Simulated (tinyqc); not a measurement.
The fan of levels: Landau levels of bilayer graphene.

Four-band model without bias: with w = sqrt(2) hv/l, E_N^2 = [g1^2 + (2N - 1) w^2 - sqrt(g1^4 + 2 (2N - 1) g1^2 w^2 + w^4)]/2 for N >= 2, and E = 0 for N = 0, 1. The two-band limit is hbar wc sqrt(N (N - 1)) with hbar wc = w^2/g1. Each level is fourfold; of the eight zero-energy states half belong to the electrons.

In a field B along z: l = 1/sqrt((e/hbar) B) is the magnetic length, n_B = B/(h/e) the number of states per area in one level, hbar wc = 2 muB B/m for mass m in m0; 1/angstrom^2 = 1e16/cm^2.

Constants: e/hbar = 1.519267448e-05 1/(T angstrom^2); h/e = 413566.7697 T angstrom^2; muB = 5.788381798e-05 eV/T.

Inputs chosen for the exercise (out of a larger set: near those of bilayer graphene; not measured data):
- hv = 6.58 eV angstrom (hbar v)
- g1 = 0.382 eV (interlayer hopping)
- Bs = (2, 4, 6, 8, 10, 12, 15) T (fields)

The four lowest levels against B, with their labels in order.

Levels (meV):

| B (T) | first | second | third | fourth | order |
|---|---|---|---|---|---|
| 2.00 | 0.00 | 9.49 | 16.17 | 22.52 | 0,1 2 3 4 |
| 4.00 | 0.00 | 18.53 | 31.15 | 42.86 | 0,1 2 3 4 |
| 6.00 | 0.00 | 27.17 | 45.15 | 61.55 | 0,1 2 3 4 |
| 8.00 | 0.00 | 35.45 | 58.36 | 78.93 | 0,1 2 3 4 |
| 10.0 | 0.00 | 43.43 | 70.88 | 95.25 | 0,1 2 3 4 |
| 12.0 | 0.00 | 51.13 | 82.82 | 110.67 | 0,1 2 3 4 |
| 15.0 | 0.00 | 62.21 | 99.79 | 132.41 | 0,1 2 3 4 |

What does the comparison show?

The fourth level grows as B^0.93 over the first two rows and B^0.80 over the last two (1 for a parabolic band without a fixed offset such as a valley splitting, 1/2 for massless Dirac electrons). The order of the levels does not change. At the highest field level 2 lies at 62.2 meV, against 73.1 meV in the two-band limit.

(tinyqc, `OMP_NUM_THREADS=1 python tinyqc.py 1282331 1282332 out.jsonl`, Intel(R) Xeon(R) Processor @ 2.30GHz, 1 thread, shared host, about 0.01 s.)
